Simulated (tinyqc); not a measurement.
Input admittance of a MOSFET at zero drain bias: distributed channel and distributed gate: two steps of the calculation.

Source and drain grounded, strong inversion, w = 2 pi f, Cox = eps0 eox/tox. The channel is an RC line of resistance 1/(mu Cox Vo) per square fed from both ends, so one finger has the intrinsic admittance y = i w Cox L tanh(g)/g per width, g = (1/2) sqrt(i w tau), tau = L^2/(mu Vo). The vertical resistance rv/L is in series with y, the overlaps 2 i w Cov in parallel: y_t = 1/(1/y + rv/L) + 2 i w Cov. The gate strip is a line of Rsh/L per length loaded by y_t, so a finger has Y = y_t Wf tanh(k)/k, k = (Wf/sd) sqrt(y_t Rsh/L); the device has Nf Y.

Inputs (values chosen for the exercise); values of the order met in silicon radio-frequency transistors:
```
symbol,value,unit,meaning
eox,25.6,,relative permittivity of the gate insulator (close to zirconium oxide)
tox,5.4,nm,insulator thickness
L,0.28,um,channel length
Wf,0.58,um,finger width
Nf,8,,number of fingers
mu,270,cm^2/(V s),channel mobility
Vo,0.42,V,gate overdrive
Rsh,13,ohm/square,sheet resistance of the gate
rv,0,ohm um^2,vertical resistivity of the gate stack
sd,2,,number of ends at which a finger is contacted
Cov,0.26,fF/um,overlap and fringe capacitance on each side
f,14,GHz,frequency
```

Constants: eps0 = 8.8541878128e-14 F/cm where lengths are in cm. Results are converted to the units shown.

Question 1. Low-frequency resistances and capacitance. Low-frequency limits, with c = Cox L and ct = c + 2 Cov: R_strip = Rsh Wf/(3 sd^2 L Nf), R_ch = (c/ct)^2 L/(12 mu Cox Vo Wf Nf), R_vert = (c/ct)^2 rv/(L Wf Nf), C = ct Wf Nf.

Give: parts; sum; C; 1/(2 pi R C).

Answer 1.

parts (ohm): strip 0.2805, channel 9.688, vertical 0
sum = 9.969 ohm
C = 56.95 fF
1/(2 pi R C) = 280.4 GHz

The channel term is the largest, 97.2 % of the sum.

Question 2. Input impedance of the device. k and Y as defined; Z = 1/(Nf Y) = R + 1/(i w C); Q = |Im Z|/R; signal at the point farthest from a contact |1/cosh k|.

y_t = 52.1997+1076.4252i uS/um

Wanted: k; Nf Y; R; C; Q; signal at the far point.

Answer 2.

k = 0.046967+0.044745i
Nf Y = 0.2492+4.9939i mS
R = 9.9669 ohm
C = 56.913 fF
Q = 20.041
signal at the far point = 0.99990

tinyqc, about 0.01 s, one thread, Intel Xeon 2.30GHz (shared host): `OMP_NUM_THREADS=1 python tinyqc.py 2262014 2262015 out.jsonl`
